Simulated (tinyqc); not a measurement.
# Planar ballistic transistor, top-of-the-barrier model: transfer curve

At the top of the source barrier, states moving towards the drain are filled by the source (Fermi level 0) and states moving back by the drain (Fermi level -q Vd); nothing scatters. U is the shift of the band edge there, set by the capacitances CG, CD and CS (the total) and by the charge. Parabolic two-dimensional band; the source is grounded.

N0 = gv m kB T/(pi hbar^2), CG = eps0 eox/tox, vT = sqrt(2 kB T/(pi m)), CS = CG/aG, n0 = n at U = 0 and Vd = 0. eta1 = -(E0 + U)/Vt, eta2 = eta1 - Vd/Vt, n = (N0/2)[F_0(eta1) + F_0(eta2)], F_0(x) = ln(1 + exp x). U = UL + q (n - n0)/CS with UL = -(aG Vg + aD Vd), energies in eV. I = q (N0/2) vT [F_(1/2)(eta1) - F_(1/2)(eta2)] per width, F_(1/2)(x) = (2/sqrt(pi)) int_0^infinity u^(1/2)/(1 + exp(u - x)) du. CQ = (q/Vt) dn/d(eta1).

Parameters, values chosen for the exercise; mass and valleys close to those of a monolayer dichalcogenide:
```
symbol,value,unit,meaning
T,77,K,temperature
m,0.524,m0,effective mass
gv,2,,valley degeneracy
eox,7.5,,relative permittivity of the gate insulator
tox,3.7,nm,insulator thickness
aG,0.84,,gate control CG/CS
aD,0.019,,drain control CD/CS
E0,0.38,eV,band edge at the barrier top above the source Fermi level at zero bias
Vd,0.5,V,drain voltage
```

Constants: q = 1.602176634e-19 C, kB = 1.380649e-23 J/K, hbar = 1.054571817e-34 J s, m0 = 9.1093837015e-31 kg, Vt = kB T/q, eps0 = 8.8541878128e-14 F/cm where lengths are in cm. Results are converted to the units shown.

Results:
```
Vg (V),eta1,n (cm^-2),I (uA/um),mean velocity I/(q n) (cm/s),CQ/CS
0,-55.837,8.1705e-13,4.9292e-23,3.7655e6,9.2335e-24
0.09,-44.444,7.2510e-8,4.3745e-18,3.7655e6,8.1943e-19
0.17,-34.316,0.0018145,1.0947e-13,3.7655e6,2.0505e-14
0.26,-22.923,161.03,9.7145e-9,3.7655e6,1.8197e-9
0.35,-11.529,1.4288e7,8.6198e-4,3.7655e6,1.6147e-4
0.52,-0.15587,8.9795e11,59.181,4.1136e6,7.5686
0.61,0.90894,1.8119e12,130.03,4.4791e6,11.699
0.7,1.7283,2.7476e12,213.93,4.8596e6,13.938
```

Estimate the missing row, Vg = 0.44 V.

Computed row:
```
Vg (V),eta1,n (cm^-2),I (uA/um),mean velocity I/(q n) (cm/s),CQ/CS
0.44,-2.0757,1.7167e11,10.537,3.8309e6,1.8298
```

With this row back in the table: The current rises from 4.93e-23 to 214 uA/um. Between the first two rows the swing is 18.2 mV a decade, against Vt ln 10/aG = 18.2. CQ/CS goes from 9.2e-24 to 14, so a volt on the gate moves the band edge by 0.84 eV in the first row and 0.056 eV in the last: the gate charge is limited by the insulator. The mean velocity rises from 3.77e6 to 4.86e6 cm/s.

Program tinyqc, `OMP_NUM_THREADS=1 python tinyqc.py 2400116 2400117 out.jsonl`; Intel Xeon 2.30GHz, shared host, one thread, about 0.01 s.
